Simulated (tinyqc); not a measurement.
Deformation-potential model of the L valleys of a conduction band: sweeps and comparisons. A value that a table varies takes the place of the one given here.

Valleys with axes along [111], [1-1-1], [-11-1] and [-1-11], one whole valley each. Herring-Vogt shift of a valley with unit axis a: dE = Xd tr(e) + Xu a.e.a. Non-degenerate shares n_i = exp(-dE_i/kT)/sum_j exp(-dE_j/kT). Inverse mass tensor of a valley: (1 - a a)/mt + a a/ml; the masses are taken as independent of strain.

s11 = (C11 + C12)/((C11 - C12)(C11 + 2 C12)), s12 = -C12/((C11 - C12)(C11 + 2 C12)), s44 = 1/C44; exx = s11 sxx + s12 (syy + szz) and cyclic, exy = s44 sxy/2; tension is positive. A uniaxial stress X along the unit vector n is s_ij = X n_i n_j.

Constants: kB = 8.617333262e-05 eV/K.

Values chosen for the exercise (near those of Ge; the results hold for these values, not for the real material):
- ml = 1.551 m0 (longitudinal mass)
- mt = 0.082 m0 (transverse mass)
- Xd = -7.1 eV (dilation potential)
- Xu = 17.02 eV (uniaxial potential)
- C11 = 136 GPa
- C12 = 47.7 GPa
- C44 = 65.4 GPa
- load = uniaxial [111] (kind of stress)
- T = 350 K (temperature)
- X1 = 1.3 GPa (size of the stress)
- X = 0.65 GPa (stress)

## Sweep of a uniaxial [111] stress

m_c = 1/(u.M.u) along [1-10] with M = sum_i n_i (inverse mass tensor); gain against zero stress at a fixed scattering time.

Results:

| X (GPa) | spread (meV) | lowest edge (meV) | n [111] | n [1-1-1] | n [-11-1] | n [-1-11] | m_c (m0) | gain (%) |
|---|---|---|---|---|---|---|---|---|
| -1.50 | 173.5 | -120.9 | 0.991 | 0.003 | 0.003 | 0.003 | 0.0823 | 45.6 |
| -0.75 | 86.7 | -60.4 | 0.855 | 0.048 | 0.048 | 0.048 | 0.0873 | 37.2 |
| -0.30 | 34.7 | -24.2 | 0.513 | 0.162 | 0.162 | 0.162 | 0.1031 | 16.2 |
| 0.00 | 0.0 | 0.0 | 0.250 | 0.250 | 0.250 | 0.250 | 0.1198 | 0.0 |
| 0.30 | 34.7 | -10.5 | 0.095 | 0.302 | 0.302 | 0.302 | 0.1324 | -9.5 |
| 0.75 | 86.7 | -26.3 | 0.018 | 0.327 | 0.327 | 0.327 | 0.1397 | -14.2 |
| 1.50 | 173.5 | -52.6 | 0.001 | 0.333 | 0.333 | 0.333 | 0.1415 | -15.3 |

Along [1-10] the gain is +45.6 % at -1.50 GPa and -15.3 % at 1.50 GPa. The slope at zero stress (from +/- 0.001 GPa), -44.2 % per GPa, carried to the ends would give +66 and -66 %; the response falls behind at both ends, as it saturates once the spread passes a few kT (kT = 30.2 meV, spread up to 173 meV).

## Gain for each load and current direction

Each load has the size X1. Gain m_c(0)/m_c - 1 in per cent from repopulation alone, m_c = 1/(u.M.u), M = sum_i n_i (inverse mass tensor); biaxial means sxx = syy.

Gain (%); + is tension, - compression:

| load | [100] | [010] | [001] | [110] | [1-10] | [111] |
|---|---|---|---|---|---|---|
| uniaxial [110] (+) | 0.0 | 0.0 | 0.0 | 44.0 | -44.0 | 29.3 |
| uniaxial [110] (-) | 0.0 | 0.0 | 0.0 | -44.0 | 44.0 | -29.3 |
| uniaxial [100] (+) | 0.0 | 0.0 | 0.0 | 0.0 | 0.0 | 0.0 |
| uniaxial [100] (-) | 0.0 | 0.0 | 0.0 | 0.0 | 0.0 | 0.0 |
| uniaxial [111] (+) | 0.0 | 0.0 | 0.0 | 15.2 | -15.2 | 30.5 |
| uniaxial [111] (-) | 0.0 | 0.0 | 0.0 | -44.9 | 44.9 | -89.8 |
| biaxial (001) (+) | 0.0 | 0.0 | 0.0 | 0.0 | 0.0 | 0.0 |
| biaxial (001) (-) | 0.0 | 0.0 | 0.0 | 0.0 | 0.0 | 0.0 |

The largest gain is +44.9 %, for uniaxial [111] (-) with the current along [1-10]; for a [110] channel it is +44.0 %, under uniaxial [110] (+). No gain or loss appears under biaxial (001) and uniaxial [100]: the valleys stay equivalent.

## Temperature and repopulation

The load is fixed; m_c along [1-10] as 1/(u.M.u).

Results:

| T (K) | kT (meV) | n [111] | n [1-1-1] | n [-11-1] | n [-1-11] | m_c (m0) |
|---|---|---|---|---|---|---|
| 50 | 4.31 | 0.000 | 0.333 | 0.333 | 0.333 | 0.1416 |
| 77 | 6.64 | 0.000 | 0.333 | 0.333 | 0.333 | 0.1416 |
| 150 | 12.93 | 0.001 | 0.333 | 0.333 | 0.333 | 0.1415 |
| 225 | 19.39 | 0.007 | 0.331 | 0.331 | 0.331 | 0.1409 |
| 300 | 25.85 | 0.018 | 0.327 | 0.327 | 0.327 | 0.1398 |
| 400 | 34.47 | 0.036 | 0.321 | 0.321 | 0.321 | 0.1380 |
| 500 | 43.09 | 0.055 | 0.315 | 0.315 | 0.315 | 0.1362 |

The largest share falls from 0.333 at 50 K to 0.315 at 500 K (equal shares: 0.250); m_c goes from 0.1416 to 0.1362, against 0.1198 without stress. Only spread/kT enters, so the small-stress response goes as 1/T.

## What each parameter does

Spread of the valley edges, lowest edge, largest share and m_c along [1-10]. Each row changes one parameter from the base and keeps the others.

Results:

| case | spread (meV) | lowest edge (meV) | largest share | m_c (m0) |
|---|---|---|---|---|
| base | 75.18 | -22.80 | 0.3244 | 0.1389 |
| ml = 1.241 m0 | 75.18 | -22.80 | 0.3244 | 0.1376 |
| mt = 0.098 m0 | 75.18 | -22.80 | 0.3244 | 0.1648 |
| Xd = -8.52 eV | 75.18 | -26.79 | 0.3244 | 0.1389 |
| Xu = 13.616 eV | 60.15 | -22.23 | 0.3189 | 0.1373 |
| C11 = 108.8 GPa | 75.18 | -23.34 | 0.3244 | 0.1389 |
| C12 = 57.24 GPa | 75.18 | -22.50 | 0.3244 | 0.1389 |
| C44 = 52.32 GPa | 93.98 | -27.50 | 0.3285 | 0.1401 |
| X = 0.52 GPa | 60.15 | -18.24 | 0.3189 | 0.1373 |
| T = 280 K | 75.18 | -22.80 | 0.3285 | 0.1401 |

The largest shifts from the base row, up to three for each result and ties (the steps differ in size, so this ranks the rows, not the parameters). spread (meV): C44 +18.80, Xu -15.04, X -15.04; unchanged at the printed digits by ml, mt, Xd, C11, C12 and T. lowest edge (meV): C44 -4.70, X +4.56, Xd -3.99; unchanged at the printed digits by ml, mt and T. largest share: Xu -0.0055, X -0.0055, C44 +0.0041, T +0.0041; unchanged at the printed digits by ml, mt, Xd, C11 and C12. m_c (m0): mt +0.0259, Xu -0.0016, X -0.0016; unchanged at the printed digits by Xd, C11 and C12. Xd moves all valleys together, so it shifts the edge and nothing else.

Run: tinyqc, `OMP_NUM_THREADS=1 python tinyqc.py 1080973 1080974 out.jsonl`; Intel(R) Xeon(R) Processor @ 2.30GHz, one thread, shared host; about 0.04 s of CPU time with all checks.
